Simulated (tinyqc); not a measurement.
Ion-assisted plasma etching: sheath, surface coverage, synergy and aspect-ratio dependence: one step, computed by the program tinyqc.

Radicals adsorb on bare sites; ions remove covered sites with a high yield and bare sites by sputtering; a slow spontaneous reaction acts everywhere, walls included.

Question. Fluxes. Bohm speed u_B = sqrt(e T_e/M_i); ion flux G_i = 0.61 n_e u_B; radical flux G_n = n c/4 with c = sqrt(8 k_B T_g/(pi M_n)).

Inputs (values chosen for the exercise, close to those used for silicon in a halogen plasma):
```
quantity                    value    unit
plasma density n_e        3.2e+10  1/cm^3
electron temperature T_e      4.2      eV
ion mass M_i                   80       u
radical density n         2.6e+12  1/cm^3
radical mass M_n               80       u
gas temperature T_g           300       K
```

Feature: long trench.

Constants: e = 1.602176634e-19 C; u = 1.6605390666e-27 kg; k_B = 1.380649e-23 J/K.

Give: Bohm speed; ion flux G_i; radical speed c; radical flux G_n; flux ratio G_n/G_i.

Answer.

Bohm speed = 2.251e+05 cm/s

ion flux G_i = 4.393e+15 1/(cm^2 s)

radical speed c = 28178 cm/s

radical flux G_n = 1.832e+16 1/(cm^2 s)

flux ratio G_n/G_i = 4.169
